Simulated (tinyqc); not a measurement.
From results back to parameters: Landau levels of a parabolic two-dimensional band. Two cases, with inputs chosen for the exercise.

Problem. Levels of opposite spin first coincide when |gs| muB B_total = hbar wc = 2 muB B_perp/m. The tilt angle of that coincidence was computed from a hidden g factor.

Case 1.

Values chosen (out of a larger set: near those of a two-dimensional electron gas in InGaAs; not measured data): m = 0.0443 m0 (mass).

theta = 84.139 degrees

Case 2.

Values chosen (out of a larger set: near those of a two-dimensional electron gas in InAs; not measured data): m = 0.0297 m0 (mass).

theta = 79.372 degrees

Find: |gs| m; |gs|.

Solution. |gs| m = 2 cos(theta).

Case 1.

|gs| m = 0.2042
|gs| = 4.61

Case 2.

|gs| m = 0.3689
|gs| = 12.42

Computed by tinyqc, one run a case: `OMP_NUM_THREADS=1 python tinyqc.py N N+1 out.jsonl` with N = 1281347, 1282602; one thread of a shared Intel(R) Xeon(R) Processor @ 2.30GHz, about 0.01 s a run at most.
